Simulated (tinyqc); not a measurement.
# Changing the overall fraction x0

Model: regular and subregular solution with a miscibility gap. Computed by tinyqc, a small Python program. Command: `OMP_NUM_THREADS=1 python tinyqc.py 3016870 3016871 out.jsonl regsol sweep`. One thread of a shared host (Intel(R) Xeon(R) Processor @ 2.30GHz), about 0.02 s of CPU time with the checks.

Per mole of mixing sites: G(x) = x (1 - x) [L0 + L1 (1 - 2x)] + R T [x ln x + (1 - x) ln(1 - x)], x the fraction of B.

Inputs (values chosen for the exercise, modelled on Ga(1-x)In(x)N):
```
quantity              value                 unit
lattice constant a_A    4.5             angstrom
lattice constant a_B   4.98             angstrom
constant K            46300  kJ angstrom^2.5/mol
asymmetry L1              0               kJ/mol
temperature T          1975                    K
start value s0         0.02                    -
```

Source of L0: delta-lattice-parameter rule.

Constants: R = 8.314462618 J/(mol K).

Method:
- A bonding enthalpy -K a^(-2.5) with a linear in x gives L0 = 4.375 K (a_A - a_B)^2/abar^4.5, abar the mean lattice constant; eta = (a_B - a_A)/abar.
- G' = L0 (1 - 2x) + L1 (1 - 6x + 6x^2) + R T ln[x/(1 - x)]; G'' = -2 L0 - 6 L1 (1 - 2x) + R T/[x (1 - x)].
- Common tangent: F1 = G'(x1) - G'(x2) = 0 and F2 = [G - x G'](x1) - [G - x G'](x2) = 0. Newton step: J = [[G''(x1), -G''(x2)], [-x1 G''(x1), x2 G''(x2)]], J dx = -F; a step that would leave 0 < x < 1 is halved until it stays inside. The start is x1 = s0, x2 = 1 - s0.
- Stop when the step is below 1e-12, or when x1 and x2 meet within 1e-5; residuals under 1e-7 are shown as 0.
- Inside the gap the B-rich phase has the fraction f = (x0 - x1)/(x2 - x1), and the gain is (1 - f) G(x1) + f G(x2) - G(x0); outside it one phase remains.

One run for each value:
```
overall fraction x0  fraction f of the B-rich phase  free energy of decomposition (J/mol)
0.05                                         0.0000                                  0.00
0.15                                         0.0313                                -15.41
0.25                                         0.1652                               -270.55
0.35                                         0.2991                               -571.56
0.45                                         0.4330                               -752.66
0.55                                         0.5670                               -752.66
0.65                                         0.7009                               -571.56
0.75                                         0.8348                               -270.55
0.85                                         0.9687                                -15.41
0.95                                         1.0000                                  0.00
```

What does the table show?

Over the rows, fraction f of the B-rich phase rises from 0 to 1.00; free energy of decomposition (J/mol) goes from 0 through a minimum among these rows, -753 at 0.450, to 0.

Extremes, crossings and ranges named in words are read from the listed rows.
